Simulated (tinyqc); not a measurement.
Inside a calculation. Method: tight binding, dimerised chain. One step of it, computed by the program tinyqc.

Problem. Levels at k. Diagonalise the Hermitian matrix.

H(k) at k (eV):
```
,A,B
A,0.470000,-2.412330+1.307485i
B,-2.412330-1.307485i,-0.470000
```

Give: eigenvalues; weights |c|^2 of the basis functions.

Solution.

eigenvalues (eV): -2.784  2.784

weights |c|^2 of the basis functions:
```
,band 1,band 2
A,0.416,0.584
B,0.584,0.416
```
